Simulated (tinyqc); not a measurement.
From one set of inputs to another, one input at a time: Gupta-type many-body potential for a metal. Computed by tinyqc, a small Python program. Command: `OMP_NUM_THREADS=1 python tinyqc.py 3022557 3022558 out.jsonl gupta ladder`. One thread of a shared host (Intel(R) Xeon(R) Processor @ 2.30GHz), about 0.02 s of CPU time with the checks.

E_i = sum_j A exp(-p (r_ij/r0 - 1)) - xi rho_i^gamma, with rho_i = sum_j exp(-2 q (r_ij/r0 - 1)); gamma = 1/2 is the tight-binding second-moment form. The crystal is fcc unless stated; d is the neighbour distance and a fixed number of shells is kept.

The inputs printed are set A. Inputs not listed in the table keep their values of set A, so the rows need not describe a real material.

Inputs (values chosen for the exercise, modelled on gold): repulsion A = 0.207 eV; hopping xi = 1.76 eV; decay p = 10.3; decay q = 4.05; reference distance r0 = 2.884 angstrom; shells kept = 2; embedding exponent gamma = 0.5.

Constants: 1 eV/angstrom^3 = 160.2176634 GPa.

Method:
- fcc shells: d sqrt(k), k = 1..5, with 12, 6, 24, 12, 24 atoms; Omega = d^3/sqrt2.
- Equilibrium: dE/dd = 0; B = d^2 E''(d)/(9 Omega).
- Repulsion and density of one neighbour in each shell, and their sums.
- Each neighbour j of the vacancy loses one repulsive term and one density term: E_v = sum_shells count x {-repulsion - xi [(rho - density)^gamma - rho^gamma]}. (The removed atom returns to a bulk-like site, so its own energy cancels.)

Each row keeps all changes above it:
```
input moved                        from     to  cohesive energy E_c (eV)  neighbour distance d (angstrom)  vacancy energy E_v (eV)
set A                                 -      -                    3.6501                           2.8977                   0.6977
hopping xi (eV)                    1.76   1.71                    3.4804                           2.9110                   0.6654
decay p                            10.3   10.9                    3.5006                           2.9317                   0.7666
reference distance r0 (angstrom)  2.884  2.775                    3.5006                           2.8209                   0.7666
embedding exponent gamma            0.5    0.6                    5.4912                           2.6276                   1.6089
repulsion A (eV)                  0.207  0.303                    4.0298                           2.8033                   1.1833
```

Cohesive energy E_c goes from 3.65 to 4.03, a factor 1.10 in all. The largest single move comes from embedding exponent gamma (a factor 1.57), and repulsion A works against it (a factor 0.734). Neighbour distance d goes from 2.90 to 2.80, a factor 0.967 in all. The largest single move comes from embedding exponent gamma (a factor 0.931), and repulsion A works against it (a factor 1.07). Vacancy energy E_v goes from 0.698 to 1.18, a factor 1.70 in all. The largest single move comes from embedding exponent gamma (a factor 2.10), and repulsion A works against it (a factor 0.735). The single moves hold for this order of the switches; the total does not depend on the order.

Extremes, crossings and ranges named in words are read from the listed rows.
